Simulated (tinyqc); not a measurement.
Tunnelling through a gate dielectric, WKB transmission and Tsu-Esaki current: two steps of the calculation.

Electrons leave the emitter at x = 0. Energies E (motion across the layers) are in eV from the emitter Fermi level; the collector Fermi level lies at -V and offers states at every E. No charge in the dielectric and no image force: F1 = V/t1, U = phi1 - F1 x. With C = hbar^2/(2 m0), kappa = sqrt(m (U - E)/C) where U > E and 0 elsewhere; T(E) = exp(-S), S = 2 times the integral of kappa over x.

Values chosen for this exercise; dielectric values close to those of zirconium oxide:
```
symbol,value,unit,meaning
T,350,K,temperature
Ef,0.16,eV,Fermi energy of the emitter above its band bottom
me,1,m0,emitter mass in the supply function
phi1,1.46,eV,barrier of layer 1 above the emitter Fermi level at zero bias
m1,0.25,m0,tunnelling mass of layer 1
t1,5.9,nm,thickness of layer 1
V,2.5,V,voltage across the dielectric
E,-0.09,eV,energy of the electron followed
nc,5,,cells in each layer
Ea,-0.16,eV,lower end of the energy grid
Eb,0.49,eV,upper end of the energy grid
nE,15,,points of the energy grid
```

Constants: q = 1.602176634e-19 C, kB = 1.380649e-23 J/K, hbar = 1.054571817e-34 J s, m0 = 9.1093837015e-31 kg, Vt = kB T/q, hbar^2/(2 m0) = 0.0380998212 eV nm^2. Results are converted to the units shown.

Problem 1. WKB exponent by the midpoint rule. Cut each layer into nc equal cells, take U and kappa at the cell centres, and sum S = 2 sum kappa h.

Give: x; U; kappa; S; T(E).

Solution 1.

```
cell  x (nm)   U (eV)  kappa (1/nm)
0     0.5900   1.2100        2.9207
1     1.7700   0.7100        2.2912
2     2.9500   0.2100        1.4030
3     4.1300  -0.2900        0.0000
4     5.3100  -0.7900        0.0000
```

S = 15.611
T(E) = 1.6604e-7

Problem 2. Current density on a coarse energy grid. Each layer adds (2/F) sqrt(m/C) [G(u at its left edge) - G(u at its right edge)] to S, with u = U - E (0 where negative) and G(u) = (2/3) u^1.5. The slope follows from 1/d = -dS/dE.

J = J0 times the integral of T(E) N(E) dE, N = ln[(1 + exp(-E/Vt))/(1 + exp((-E - V)/Vt))], J0 = q^2 me m0 kB T/(2 pi^2 hbar^3) (times 1e-4 for A/cm^2 per eV), by Simpson's rule on nE equally spaced points from Ea to Eb.

Find: E; T(E); N; T(E) N; J0; J.

Solution 2.

```
point   E (eV)      T(E)         N     T(E) N
0      -0.1600  6.054e-8     5.310   3.214e-7
1      -0.1136  1.230e-7     3.788   4.662e-7
2      -0.0671  2.475e-7     2.329   5.764e-7
3      -0.0207  4.927e-7     1.094   5.392e-7
4       0.0257  9.703e-7    0.3551   3.446e-7
5       0.0721  1.890e-6   0.08751   1.654e-7
6       0.1186  3.642e-6   0.01943   7.075e-8
7       0.1650  6.938e-6  0.004199   2.913e-8
8       0.2114  1.307e-5  9.023e-4   1.179e-8
9       0.2579  2.432e-5  1.936e-4   4.710e-9
10      0.3043  4.474e-5  4.154e-5   1.859e-9
11      0.3507  8.131e-5  8.911e-6  7.246e-10
12      0.3971  1.459e-4  1.912e-6  2.790e-10
13      0.4436  2.587e-4  4.101e-7  1.061e-10
14      0.4900  4.526e-4  8.797e-8  3.981e-11
```

J0 = 4.881e8 A/(cm^2 eV)
J = 54.04 A/cm^2

The integrand peaks at E = -0.0671 eV among these points.

Numbers from tinyqc (`OMP_NUM_THREADS=1 python tinyqc.py 2540091 2540092 out.jsonl`; about 0.02 s on one thread of a shared Intel Xeon 2.30GHz).
